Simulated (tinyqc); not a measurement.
What moves the results: Peierls distortion of a half-filled chain. A value that a table varies takes the place of the one given here.

Atoms move by +/- u, so bonds change by -/+ 2u and hoppings are t +/- 2 al u. Bands E = -/+ sqrt((2 t cos x)^2 + D^2 sin^2 x) with D = 4 al u, x = k a in (0, pi/2); the gap is 2D. Energy per atom at zero temperature: E(u) = -mean_x sqrt(...) + 2 K u^2; exactly, the mean is (4t/pi) E(1 - z^2), z = D/2t, E the complete elliptic integral of the second kind with parameter m. Coupling lambda = 2 al^2/(pi t K).

Constants: kB = 8.617333262e-05 eV/K.

Values chosen for the exercise: t = 1.82 eV (hopping of the even chain); al = 6.3 eV/angstrom (change of hopping with bond length); K = 63.2 eV/angstrom^2 (spring constant of a bond).

## Energy against distortion

Exact means; both parts are counted from u = 0.

Energies per atom:

| u (angstrom) | gap (eV) | electrons (meV) | springs (meV) | total (meV) |
|---|---|---|---|---|
| 0.0023 | 0.116 | -1.48 | 0.67 | -0.81 |
| 0.0057 | 0.287 | -7.43 | 4.11 | -3.33 |
| 0.0113 | 0.570 | -24.40 | 16.14 | -8.26 |
| 0.0170 | 0.857 | -48.77 | 36.53 | -12.24 |
| 0.0226 | 1.139 | -78.32 | 64.56 | -13.76 |
| 0.0283 | 1.426 | -113.18 | 101.23 | -11.95 |
| 0.0339 | 1.709 | -151.45 | 145.26 | -6.19 |
| 0.0396 | 1.996 | -193.98 | 198.22 | 4.24 |
| 0.0498 | 2.510 | -277.74 | 313.48 | 35.73 |

The ratio of electronic gain to elastic cost is 2.21 in the first row and 0.89 in the last: the gain goes as u^2 ln(1/u), so it wins at small u for any K. The total is lowest at u = 0.0226 angstrom and turns positive between 0.0339 and 0.0396.

## A coarse mesh hides or distorts the instability

u0 from the gap equation K = 4 al^2 mean(sin^2 x/|E|) on the mesh x_j = (j + 1/2) pi/(2N); 0 where it has no root.

Results:

| N | u0 (angstrom) | gap (eV) | smallest \|E\| at u = 0 (eV) |
|---|---|---|---|
| 1 | 0.0000 | 0.000 | 2.574 |
| 2 | 0.0000 | 0.000 | 1.393 |
| 3 | 0.0053 | 0.269 | 0.942 |
| 4 | 0.0182 | 0.918 | 0.710 |
| 6 | 0.0218 | 1.101 | 0.475 |
| 8 | 0.0224 | 1.131 | 0.357 |
| 12 | 0.0226 | 1.140 | 0.238 |
| 20 | 0.0226 | 1.140 | 0.143 |
| 40 | 0.0226 | 1.140 | 0.071 |
| 4000 | 0.0226 | 1.140 | 0.001 |

For N = 1 and 2 no distortion is found: the mesh leaves its own gap at u = 0, which cuts off the logarithm. u0 is within 1 % of the last row from N = 8 on; the mesh must resolve D = 0.570 eV, and the coherence length xi/a = 2t/D is 6.4.

## Closing of the gap with temperature

The gap equation gains the factor tanh(|E|/2kT); 4000 points; Tp is where its root reaches zero.

Results:

| T/Tp | T (K) | u (angstrom) | u/u0 |
|---|---|---|---|
| 0.20 | 728 | 0.0226 | 1.000 |
| 0.40 | 1456 | 0.0223 | 0.986 |
| 0.60 | 2185 | 0.0206 | 0.911 |
| 0.70 | 2549 | 0.0189 | 0.834 |
| 0.80 | 2913 | 0.0162 | 0.717 |
| 0.90 | 3277 | 0.0120 | 0.532 |
| 0.95 | 3459 | 0.0087 | 0.385 |
| 0.99 | 3604 | 0.0040 | 0.175 |

Tp = 3641 K

D(0)/(kB Tp) = 1.817, against 1.764 at weak coupling. u/u0 is 0.911 at 0.6 Tp and 0.532 at 0.9 Tp, and near Tp it goes as sqrt(1 - T/Tp): 2.20 between the last two rows against sqrt(5) = 2.24. In a single chain fluctuations forbid this transition; coupling between chains sets the real one, far lower.

## What moves the distortion

Exact means. Each row changes one parameter from the base and keeps the others.

Results:

| case | lambda | u0 (angstrom) | gap (eV) | E(u0) - E(0) (meV) |
|---|---|---|---|---|
| base | 0.2197 | 0.0226 | 1.140 | -13.76 |
| t = 1.911 eV | 0.2092 | 0.0211 | 1.062 | -11.43 |
| al = 6.615 eV/angstrom | 0.2422 | 0.0270 | 1.429 | -21.36 |
| K = 66.36 eV/angstrom^2 | 0.2092 | 0.0201 | 1.011 | -10.89 |

The largest shifts from the base row, up to three for each result and ties (the steps differ in size, so this ranks the rows, not the parameters). lambda: al +0.0225, t -0.0105, K -0.0105. u0 (angstrom): al +0.0044, K -0.0026, t -0.0016. gap (eV): al +0.289, K -0.129, t -0.078. E(u0) - E(0) (meV): al -7.60, K +2.88, t +2.33.

tinyqc: `OMP_NUM_THREADS=1 python tinyqc.py 1651404 1651405 out.jsonl`; about 0.1 s, one thread, shared Intel(R) Xeon(R) Processor @ 2.30GHz.
